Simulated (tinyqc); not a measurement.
# Resonant-tunnelling diode, transfer matrices and Tsu-Esaki current: effect of temperature at two biases

Emitter (band edge 0), barrier d1, well Lw, barrier d2, collector (edge -V). The bias drops linearly over these layers and none in the contacts; each layer is cut into ns equal slices, flat at the value of their centres. E is the energy of motion across the layers, C = hbar^2/(2 m0), psi and psi'/m are continuous. Transport is coherent, T(E) is taken as independent of the transverse momentum, and charge in the well is ignored.

The current at V = 0.569 V and at V = 0.871 V, Ef held fixed. For the pair (psi, psi'/m) a flat layer has M = [[cos kd, (m/k) sin kd], [-(k/m) sin kd, cos kd]] with k = sqrt(m (E - U)/C) above its edge U, and M = [[cosh Kd, (m/K) sinh Kd], [(K/m) sinh Kd, cosh Kd]] with K = sqrt(m (U - E)/C) below it. Later slices stand to the left. With M acting on (psi, psi'/m) and v = k/m in each lead, T(E) = 4 vL vR/[(vL vR M12 - M21)^2 + (vR M11 + vL M22)^2]. J = J0 times the integral over E > 0 of T(E) N(E), N = ln[(1 + exp((Ef - E)/Vt))/(1 + exp((Ef - V - E)/Vt))], J0 = q^2 mw m0 kB T/(2 pi^2 hbar^3) (times 1e-4 for A/cm^2 per eV). The integral is converged to the digits shown.

Parameters, values chosen for the exercise; masses and offsets close to those of InGaAs wells and AlAs barriers:
```
symbol,value,unit,meaning
mw,0.04,m0,"mass in the well, spacer and contacts"
U1,1.2,eV,barrier height
m1,0.15,m0,barrier mass
d1,1,nm,emitter barrier
Lw,2.4,nm,well width
d2,1.1,nm,collector barrier
ns,1,,slices in each layer
Ef,0.29,eV,Fermi energy of both contacts above their band edges
```

Constants: q = 1.602176634e-19 C, kB = 1.380649e-23 J/K, hbar = 1.054571817e-34 J s, m0 = 9.1093837015e-31 kg, Vt = kB T/q, hbar^2/(2 m0) = 0.0380998212 eV nm^2. Results are converted to the units shown.

Effect of temperature at two biases:

| T (K) | J at 0.569 V (kA/cm^2) | J at 0.871 V (kA/cm^2) | ratio |
|---|---|---|---|
| 40 | 3271 | 123.8 | 26.42 |
| 77 | 3272 | 124.0 | 26.39 |
| 150 | 3272 | 124.5 | 26.28 |
| 220 | 3273 | 125.4 | 26.10 |
| 300 | 3275 | 126.8 | 25.82 |
| 400 | 3279 | 129.3 | 25.36 |

The first current stays near 3270 kA/cm^2, the second rises from 124 to 129 kA/cm^2, and their ratio falls from 26.4 to 25.4.

tinyqc, about 0.1 s, one thread, Intel Xeon 2.30GHz (shared host): `OMP_NUM_THREADS=1 python tinyqc.py 2600130 2600131 out.jsonl`
